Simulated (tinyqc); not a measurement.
Delta-doped HEMT, charge control: one step of the calculation.

A two-dimensional electron gas of density ns under a barrier. EF and the subbands are counted from the conduction-band edge of the channel at the interface. Two subbands of a triangular well with an infinite wall, parabolic band, no carriers in the barrier.

Problem. Barrier and off voltage. Fully depleted barrier with eb = ebr: Vp = q ND (d - ds)/(eps0 eb); donors per area ND; Voff = phiB - dEc - Vp.

Inputs (values chosen for the exercise); material values close to those of InAlAs on In0.53Ga0.47As:
```
symbol,value,unit,meaning
d,34,nm,barrier thickness from gate to channel
ds,3,nm,undoped spacer next to the channel
ebr,12.5,,relative permittivity of the barrier
phiB,0.694,eV,barrier height of the gate
dEc,0.499,eV,conduction-band offset
ND,2e12,cm^-2,sheet density of the donor plane at ds from the channel
```

Constants: q = 1.602176634e-19 C, eps0 = 8.8541878128e-14 F/cm where lengths are in cm. Results are converted to the units shown.

Wanted: Vp; donors per area; eb; Voff.

Solution.

Vp = 0.8975 V
donors per area = 2.000e12 cm^-2
eb = 12.50
Voff = -0.7025 V

Computed by the program tinyqc: `OMP_NUM_THREADS=1 python tinyqc.py 2180159 2180160 out.jsonl`, one thread of a shared Intel Xeon 2.30GHz, about 0.01 s for the whole run.
